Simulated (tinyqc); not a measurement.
# Floating body of a partially depleted SOI transistor: body voltage and kink: two studies

Source at 0 V. Channel current Ic = 2 nf K Vt^2 [F(0) - F(Vd)](1 + la Vd), F(V) = ln^2(1 + exp((Vg - VT - nf V)/(2 nf Vt))), VT = VT0 - gb Vb. Saturation voltage Vs = 2 Vt sqrt(F(0)) + 3 Vt, excess Ve = (Vd - Vs + sqrt((Vd - Vs)^2 + 0.0004 V^2))/2, multiplication M1 = Ai Ve exp(-Bl/Ve). Each junction passes D(v) = J1 (exp(v/Vt) - 1) + J2 (exp(v/(2 Vt)) - 1). Bipolar current Ib = bb J1 (exp(Vb/Vt) - 1). The body settles where M1 (Ic + Ib) = D(Vb) + D(Vb - Vd) + Vb/Rb; drain current Id = (1 + M1)(Ic + Ib) - D(Vb - Vd).

Values chosen for this exercise; values of the order met in partially depleted silicon-on-insulator transistors:
- T = 358 K (temperature)
- VT0 = 0.49 V (threshold at zero body voltage)
- gb = 0.26 (fall of the threshold per volt of body voltage)
- nf = 1.23 (slope factor)
- K = 210 uA/(V^2 um) (gain factor per width)
- la = 0.08 1/V (channel-length modulation factor)
- Ai = 1.12 1/V (impact-ionisation prefactor)
- Bl = 5.4 V (impact-ionisation voltage)
- J1 = 3e-10 uA/um (diffusion saturation current of each junction)
- J2 = 7.2e-8 uA/um (recombination saturation current of each junction)
- bb = 1 (gain of the lateral bipolar transistor on the diffusion current)
- Rb = 1e9 kohm um (resistance of a weak body tie to the source (1e9 stands for no tie, and the term is then dropped))
- Vg = 0.97 V (gate voltage)
- Vd = 2.4 V (drain voltage)

Constants: q = 1.602176634e-19 C, kB = 1.380649e-23 J/K, Vt = kB T/q. Results are converted to the units shown.

Each table varies one quantity; the others keep the values above.

## Output curve and kink

Rows with more than one solution for Vb (latch) are left out; dId/dVd by a forward difference over 1e-4 V, swing = 1e-4 V over the change of log10 Id; M1 under 1e-12 is printed as 0.

Output curve and kink:
```
Vd (V),Vb (V),M1,"Id, floating (uA/um)","Id, grounded (uA/um)",ratio,"dId/dVd, floating (uS/um)","dId/dVd, grounded (uS/um)"
1,0.3664,2.302e-6,30.51,21.25,1.436,28.58,1.582
1.16,0.4796,5.469e-5,34.12,21.51,1.586,18.21,1.649
1.32,0.5490,4.528e-4,36.64,21.79,1.681,13.80,1.864
1.48,0.5967,0.001983,38.67,22.12,1.748,11.94,2.286
1.64,0.6317,0.005870,40.55,22.53,1.800,11.89,2.922
1.8,0.6587,0.01348,42.55,23.06,1.845,13.32,3.745
```

Read the table: what changes, and by how much?

Vb rises from 0.366 to 0.659 V and the ratio of the currents rises from 1.44 to 1.84. The output conductance with a floating body exceeds the grounded value by the largest factor among the rows, 18.1, at Vd = 1 V, where Vb = 0.366 V and M1 = 2.30e-6.

## Transfer curve and swing

Same model as above.

Transfer curve and swing:
```
Vg (V),Vb (V),M1,"Id, floating (uA/um)","Id, grounded (uA/um)",ratio,"swing, floating (mV/decade)","swing, grounded (mV/decade)"
0.04,0.2644,0.2488,3.352e-5,5.236e-6,6.402,55.22,88.71
0.14,0.4191,0.2480,0.001521,7.157e-5,21.25,66.07,87.90
0.24,0.5245,0.2444,0.03877,9.706e-4,39.94,77.47,89.01
0.34,0.6041,0.2327,0.5147,0.01230,41.86,107.5,93.28
0.44,0.6543,0.2111,2.813,0.1264,22.26,176.4,107.3
0.54,0.6830,0.1858,7.919,0.8314,9.525,281.6,144.0
0.64,0.7002,0.1610,15.60,3.131,4.984,407.7,213.3
0.74,0.7111,0.1379,25.42,7.674,3.313,543.4,310.1
0.84,0.7182,0.1169,37.08,14.48,2.560,682.8,422.7
```

Read the table: what changes, and by how much?

Vb rises from 0.264 to 0.718 V. The smallest swing among the rows is 55.2 mV a decade with a floating body (at Vg = 0.04 V) and 87.9 with a grounded one; Vt ln 10 = 71.0. The floating swing is smaller by more than 3 % for Vg = 0.04, 0.14, 0.24 V, where the rising Vb lowers the threshold as Vg rises. In the first row the floating body raises the current by a factor of 6.40.

Range of the model: The multiplication law is an empirical form chosen for the exercise; self-heating and capacitive coupling to the body are left out, and the linear laws are rough once Vb passes about 0.7 V or M1 about 0.1.

Program tinyqc, `OMP_NUM_THREADS=1 python tinyqc.py 2182043 2182044 out.jsonl`; Intel Xeon 2.30GHz, shared host, one thread, about 0.2 s.
